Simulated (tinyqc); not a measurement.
Density of surface states from the Kelvin-probe reading.

Inverse problem. n-type bulk, xi = Ec - EF = Vt ln(Nc/Nd), p0 = ni^2/Nd, ni = sqrt(Nc Nv) exp(-Eg/(2 Vt)), Eg in volts. b is the upward band bending, u = b/Vt. Space charge per area, in units of q: Qc = sign(b) sqrt((2 eps0 eps_r Vt/q) [(Nd + dn)(exp(-u) - 1) + Nd u + (p0 + dn)(exp(u) - 1)]), with dn the excess density under light (flat quasi-Fermi levels; 0 in the dark). The states hold -Ds (E0 - xi - b): negative while the Fermi level lies above the neutrality level. Neutrality: Qc + Qf + (charge of the states) = 0. Work function chi + xi + b; contact potential difference CPD = (work function of the sample) - pt. Find b, Qc and Ds.

Values chosen for this exercise; band and dielectric values close to those of indium phosphide:
```
symbol,value,unit,meaning
T,300,K,temperature
Eg,1.31,eV,band gap
eps_r,12.5,,relative permittivity
Nc,5.6e17,cm^-3,conduction-band density of states at T
Nv,1.11e19,cm^-3,valence-band density of states at T
chi,4.37,eV,electron affinity
Nd,2.6e16,cm^-3,donor density
Qf,0,cm^-2,fixed positive charge at the surface
pt,5.23,eV,work function of the probe tip
E0,0.63,eV,depth of their neutrality level below the conduction edge
```

Constants: q = 1.602176634e-19 C, kB = 1.380649e-23 J/K, Vt = kB T/q, eps0 = 8.8541878128e-14 F/cm where lengths are in cm. Results are converted to the units shown.

CPD = -422.06347 mV

Solution. The CPD gives b, b gives Qc, and neutrality gives Ds.

b = 0.359 V
Qc = 3.46e11 cm^-2
Ds = 1.80e12 cm^-2 eV^-1

Program tinyqc, `OMP_NUM_THREADS=1 python tinyqc.py 2430091 2430092 out.jsonl`; Intel Xeon 2.30GHz, shared host, one thread, about 0.01 s.
